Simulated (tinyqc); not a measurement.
# Metal-interlayer-semiconductor contact, depinning against tunnelling resistance: contact resistivity against the interlayer thickness

Zero bias, n-type semiconductor. Gap states at the semiconductor surface thin out as exp(-be ti), which unpins the barrier; electrons must then cross the interlayer (a rectangular barrier, no voltage drop across it) and the parabolic depleted layer, both by WKB. Energies E are counted from the Fermi level; no image force, parabolic bands.

S = 1/(1 + (1/S0 - 1) exp(-be ti)); phiB = S (phiM - chi) + (1 - S)(Eg - E0); xi = Ec - EF deep inside, from Nd = Nc F(-xi/Vt), F(x) = (2/sqrt(pi)) int_0^infinity sqrt(u) du/(1 + exp(u - x)); band bending U = phiB - xi; E00 = (hbar/2) sqrt(Nd/(eps0 eps_r mt m0)) in volts; A = 4 pi q mA m0 kB^2/h^3. With U = phiB - xi: for xi < E < phiB, y = (E - xi)/U and G1 = (U/E00) [sqrt(1 - y) - y ln((1 + sqrt(1 - y))/sqrt(y))], G1 = 0 above phiB; G2 = 2 ti sqrt(mi max(phiB + dE - E, 0)/C), C = hbar^2/(2 m0); f = 1/(1 + exp(E/Vt)); 1/rho_c = (A T^2/Vt^2) times the integral of exp(-G1 - G2) f over E from xi upwards. Shares under 0.001 % are printed as 0; rows without band bending are left out.

Parameters, values chosen for the exercise; semiconductor values close to those of gallium arsenide; interlayer mass of the order of that in silicon nitride, offset chosen freely:
```
symbol   value   unit                                                           meaning
T          300      K                                                       temperature
Eg        1.39     eV                                                          band gap
eps_r       13                                                    relative permittivity
chi       3.95     eV                                                 electron affinity
Nc      4.4e17  cm^-3                            conduction-band density of states at T
mt      0.0687     m0                              tunnelling mass in the semiconductor
mA      0.0649     m0                                                   Richardson mass
Nd      5.8e17  cm^-3                                                     donor density
E0        0.52     eV                    charge-neutrality level above the valence band
S0         0.1                                        pinning factor without interlayer
phiM      4.08     eV                                               metal work function
dE        2.05     eV  conduction-band offset of the interlayer above the semiconductor
mi        0.46     m0                                 tunnelling mass in the interlayer
be         2.7   1/nm               decay constant of gap states through the interlayer
```

Constants: q = 1.602176634e-19 C, kB = 1.380649e-23 J/K, eps0 = 8.8541878128e-12 F/m, hbar = 1.054571817e-34 J s, h = 6.62607015e-34 J s, m0 = 9.1093837015e-31 kg, Vt = kB T/q, hbar^2/(2 m0) = 0.0380998212 eV nm^2. Results are converted to the units shown.

The same in every row: E00/Vt = 0.579.

Result of one run:

| S | phiB (eV) | rho_c (ohm cm^2) | rho_c with G2 = 0 (ohm cm^2) | peak of the integrand (eV) | share above phiB (%) |
|---|---|---|---|---|---|
| 0.893 | 0.209 | 111 | 1.08e-5 | 0.157 | 12.5 |

Which interlayer thickness ti gave this result: 0, 0.2, 0.4, 1.2 or 1.6 nm?

ti = 1.6 nm.

The whole series:

| ti (nm) | S | phiB (eV) | rho_c (ohm cm^2) | rho_c with G2 = 0 (ohm cm^2) | peak of the integrand (eV) | share above phiB (%) |
|---|---|---|---|---|---|---|
| 0 | 0.100 | 0.796 | 4.24e3 | 4.24e3 | 0.574 | 0.489 |
| 0.2 | 0.160 | 0.752 | 7.48e3 | 925 | 0.546 | 0.667 |
| 0.4 | 0.247 | 0.688 | 6.69e3 | 104 | 0.503 | 0.979 |
| 0.6 | 0.360 | 0.604 | 2.99e3 | 6.02 | 0.444 | 1.54 |
| 0.8 | 0.491 | 0.507 | 836 | 0.223 | 0.375 | 2.55 |
| 1 | 0.623 | 0.409 | 224 | 0.00815 | 0.304 | 4.19 |
| 1.2 | 0.739 | 0.323 | 90.8 | 4.56e-4 | 0.241 | 6.56 |
| 1.4 | 0.830 | 0.256 | 71.4 | 5.00e-5 | 0.192 | 9.45 |
| 1.6 | 0.893 | 0.209 | 111 | 1.08e-5 | 0.157 | 12.5 |

As ti goes from 0 to 1.6, phiB falls from 0.796 to 0.209 eV and rho_c moves up and down between 71.4 and 7480 ohm cm^2. At ti = 1.4 nm rho_c is 59.4 times lower than without interlayer, although thinner layers first raise it; beyond that thickness tunnelling through the layer dominates. The ratio of rho_c to its value with G2 = 0 runs from 1.00 to 1.02e7.

Numbers from tinyqc (`OMP_NUM_THREADS=1 python tinyqc.py 2270119 2270120 out.jsonl`; about 0.03 s on one thread of a shared Intel Xeon 2.30GHz).
